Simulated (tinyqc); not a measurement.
What each parameter does: cylindrical quantum wire.

A cylinder of radius R, isotropic masses, c = hbar^2/2m0, k = sqrt(mw E/c), kappa = sqrt(mb (V0 - E)/c). State (n, m) is J_m(k r) inside and K_m(kappa r) outside; psi and psi'/m are continuous: (k/mw) J_m'(kR)/J_m(kR) = (kappa/mb) K_m'(kappa R)/K_m(kappa R).

Constants: hbar^2/2m0 = 3.80998211 eV angstrom^2.

Values chosen for the exercise (near those of an InGaAs wire in InP; the results hold for these values, not for the real material):
- R = 103 angstrom (radius)
- V0 = 0.255 eV (barrier height)
- mw = 0.0422 m0 (mass inside)
- mb = 0.0762 m0 (mass outside)

The lowest level (1,0) and its distance to V0.

Results for these values:
```
case  E (eV)  V0 - E (eV)     k R
base  0.0312       0.2238  1.9161
```

What happens to each result for mw = 0.0464 m0, all else kept?

Answer: E falls from 0.0312 to 0.0295; V0 - E rises from 0.2238 to 0.2255; k R rises from 1.9161 to 1.9530.

The same for each parameter in turn:
```
case              E (eV)  V0 - E (eV)     k R
base              0.0312       0.2238  1.9161
R = 113 angstrom  0.0269       0.2281  1.9521
V0 = 0.306 eV     0.0324       0.2736  1.9515
mw = 0.0464 m0    0.0295       0.2255  1.9530
mb = 0.061 m0     0.0327       0.2223  1.9593
```

(tinyqc, `OMP_NUM_THREADS=1 python tinyqc.py 1280944 1280945 out.jsonl`, Intel(R) Xeon(R) Processor @ 2.30GHz, 1 thread, shared host, about 0.04 s.)
